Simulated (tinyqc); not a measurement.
Two electrons on one impurity (helium-like model): one step. Units and equal orbitals. Two cases, with inputs chosen for the exercise.

Problem. Give Ha*, a*, the best common exponent Z - 5/16, E = -(Z - 5/16)^2, and the binding of the second electron -Z^2/2 - E.

Units Ha* = 2 Ry m/eps^2 and a* = a0 eps/m. One electron is bound by Z^2/2. Two electrons in the singlet built from exp(-a r) and exp(-b r): S = 8 (ab)^(3/2)/(a + b)^3, h_aa = a^2/2 - Z a, h_bb alike, h_ab = S (ab/2 - Z (a + b)/2), J = ab (a^2 + 3ab + b^2)/(a + b)^3, K = 20 (ab)^3/(a + b)^5, E = (h_aa + h_bb + 2 S h_ab + J + K)/(1 + S^2). For a = b this is a^2 - 2 Z a + 5a/8. Real double donors are deeper, since the central cell is left out.

Constants: Ry = 13.60569312 eV; a0 (Bohr radius) = 0.5291772105 angstrom.

Case 1.

Values chosen (out of a larger set: near those of impurities in InP; not measured data):
- m = 0.082 m0 (one mean mass)
- eps = 12.6 (dielectric constant)
- Z = 2.9 (effective charge (1: D- centre, 2: double donor; other values mimic a central cell))

Case 2.

Values chosen (out of a larger set: near those of impurities in Ge; not measured data):
- m = 0.166 m0 (one mean mass)
- eps = 16.2 (dielectric constant)
- Z = 2.8 (effective charge (1: D- centre, 2: double donor; other values mimic a central cell))

Give: Ha*; a*; exponent; E with equal orbitals; binding of the second electron.

Solution.

Case 1.

Ha* = 14.055 meV
a* = 81.31 angstrom
exponent = 2.5875
E with equal orbitals = -6.69516 Ha*
binding of the second electron = 35.00 meV

The first electron is bound by 59.1 meV, 1.69 times as much as the second.

Case 2.

Ha* = 17.212 meV
a* = 51.64 angstrom
exponent = 2.4875
E with equal orbitals = -6.18766 Ha*
binding of the second electron = 39.03 meV

The first electron is bound by 67.5 meV, 1.73 times as much as the second.

Computed by tinyqc, one run a case: `OMP_NUM_THREADS=1 python tinyqc.py N N+1 out.jsonl` with N = 1252491, 1252506; one thread of a shared Intel(R) Xeon(R) Processor @ 2.30GHz, about 0.04 s a run at most.
